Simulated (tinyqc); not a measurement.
Stress from a rosette of three resistors.

Inverse problem. In the (001) plane dR/R(0) = p11 sxx + p12 syy, dR/R(90) = p12 sxx + p11 syy and dR/R(45) = (p11 + p12)(sxx + syy)/2 + p44 sxy. Find the three stresses.

Parameters, values chosen for the exercise: piezoresistive coefficient p11 = -104 x 1e-11/Pa; piezoresistive coefficient p12 = 53.6 x 1e-11/Pa; piezoresistive coefficient p44 = -13.9 x 1e-11/Pa.

dR/R at 0, 45 and 90 degrees (%): 12.513600  0.7627  -13.017600

Answer. The first and third give sxx and syy; the 45-degree value less their mean is p44 sxy.

sxx = -76.0 MPa
syy = 86.0 MPa
sxy = -73.0 MPa

Computed by the program tinyqc: `OMP_NUM_THREADS=1 python tinyqc.py 2530116 2530117 out.jsonl`, one thread of a shared Intel Xeon 2.30GHz, about 0.01 s for the whole run.
